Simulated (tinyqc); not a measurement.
Crystallisation kinetics and data retention of a phase-change cell: two steps of the calculation.

Johnson-Mehl-Avrami-Kolmogorov law X = 1 - exp(-y^n), y = integral of k dt, k = (1/100 s) exp[-(Ec q/kB)(1/T - 1/T1)].

Parameters, values chosen for the exercise; values of the order of Ge-Sb-Te and related chalcogenides: activation energy of crystallisation Ec = 2.5 eV; temperature at which the rate k is 1/(100 s) T1 = 410 K; Avrami exponent n = 3.5; crystalline share at which the state is lost Xf = 0.3; storage temperature T = 331 K; heating rate b = 1 K/min; start of the ramp table Ta = 367 K; step of the table dT = 4 K; steps m = 10.

Constants: q = 1.602176634e-19 C, kB = 1.380649e-23 J/K. Results are converted to the units shown.

Problem 1. Retention. At fixed T the state fails at t = (-ln(1 - Xf))^(1/n)/k; ten years are 3.15576e8 s.

Find: k; y at failure; time to fail; the same in years; temperature for ten years.

Solution 1.

k = 4.630e-10 1/s
y at failure = 0.7449
time to fail = 1.609e9 s
the same in years = 50.98
temperature for ten years = 337.3 K

The cell meets ten years at 331 K.

Problem 2. A heating ramp. T rises at the rate b. Start with y = k (kB Ta^2/(q Ec))/b, the integral from cold to Ta to leading order; over each step k is taken as exponential in T, so y gains (dT/b)(k2 - k1)/ln(k2/k1). dX/dt = n y^(n - 1) k exp(-y^n), listed as 0 once y^n exceeds 23.

Find: T; k; y; X; dX/dt.

Solution 2.

| point | T (K) | k (1/s) | y | X | dX/dt (1/s) |
|---|---|---|---|---|---|
| 0 | 367 | 2.5087e-6 | 6.9881e-4 | 9.0209e-12 | 1.1334e-13 |
| 1 | 371 | 5.8828e-6 | 0.0016490 | 1.8207e-10 | 2.2734e-12 |
| 2 | 375 | 1.3547e-5 | 0.0038541 | 3.5541e-9 | 4.3723e-11 |
| 3 | 379 | 3.0650e-5 | 0.0088815 | 6.6024e-8 | 7.9748e-10 |
| 4 | 383 | 6.8176e-5 | 0.020147 | 1.1607e-6 | 1.3747e-8 |
| 5 | 387 | 1.4916e-4 | 0.044972 | 1.9288e-5 | 2.2390e-7 |
| 6 | 391 | 3.2115e-4 | 0.098796 | 3.0306e-4 | 3.4475e-6 |
| 7 | 395 | 6.8081e-4 | 0.21368 | 0.0044996 | 5.0064e-5 |
| 8 | 399 | 0.0014217 | 0.45516 | 0.061636 | 6.5260e-4 |
| 9 | 403 | 0.0029256 | 0.95532 | 0.57350 | 0.0038956 |
| 10 | 407 | 0.0059359 | 1.9765 | 0.99998 | 2.2042e-6 |

Range of the model: One Arrhenius rate is assumed; incubation, growth from the boundary and the non-Arrhenius kinetics of the supercooled liquid are left out.

tinyqc, about 0.02 s, one thread, Intel Xeon 2.30GHz (shared host): `OMP_NUM_THREADS=1 python tinyqc.py 2490003 2490004 out.jsonl`
